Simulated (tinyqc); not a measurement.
# From pH1 back to log10 of the dissolved activity a

Model: potential-pH (Pourbaix) lines of a metal, its cation, its oxide and an oxyanion, with a complexing ligand. Computed by tinyqc, a small Python program. Command: `OMP_NUM_THREADS=1 python tinyqc.py 3023418 3023419 out.jsonl pourb inv`. One thread of a shared host (Intel(R) Xeon(R) Processor @ 2.30GHz), about 0.01 s of CPU time with the checks.

Potentials are against the standard hydrogen electrode; solids and water have unit activity; dG_f of M, H+ and the electron is zero; F = e N_A and s = R T ln(10)/F. The cation carries z = 3.

Inputs (values chosen for the exercise, modelled on gallium): dG_f of the cation = -160.9 kJ/mol; dG_f of the oxide = -996.76 kJ/mol; dG_f of the oxyanion = -543.58 kJ/mol; dG_f of water = -237.14 kJ/mol; temperature T = 298.15 K.

Species: M, M3+, M2O3, MO2(-).

Constants: R = 8.314462618 J/(mol K); e = 1.602176634e-19 C; N_A = 6.02214076e+23 1/mol.

Method. M3+ + 3e = M; (1/2) M2O3 + 3H+ + 3e = M + (3/2) H2O; MO2(-) + 4H+ + 3e = M + 2H2O. For each, E0 = -dG/(z F), and E = E0 + (s/z) log10 a - (s n_H/z) pH, with no activity term for the oxide. Two oxidised species coexist where their lines against the metal cross: pH1 (cation/oxide) = [E0(oxide) - E0(cation)]/s - (log10 a)/z; pH2 (oxide/oxyanion) = {[E0(oxyanion) - E0(oxide)]/s + (log10 a)/z}/(4/z - 1).

Task: A run gave the result below. Find the log10 of the dissolved activity a, known to lie between -6.9 and -2.5.

pH1 = 2.550586

Result:

Each step takes the trial c = (a f_b - b f_a)/(f_b - f_a), f being the result less the target; c replaces end b, the old b replaces a if the sign of f changed, and otherwise f_a is halved.

Scan of the range:
```
log10 of the dissolved activity a      pH1
-6.90                              3.36459
-6.17                              3.12125
-5.43                              2.87459
-4.70                              2.63125
-3.97                              2.38792
-3.23                              2.14125
-2.50                              1.89792
```

False position (Illinois rule) inside the bracket:
```
step  end a  end b     trial       pH1
1      -4.7  -3.97  -4.45800  2.550586
```

pH1 falls at every point of a 13-point scan of the range (every second point is shown), so one value fits; it is bracketed by -4.70 and -3.97. The scan shows a straight line, so linear interpolation between any two rows gives the answer at once. Answer: log10 of the dissolved activity a = -4.458.
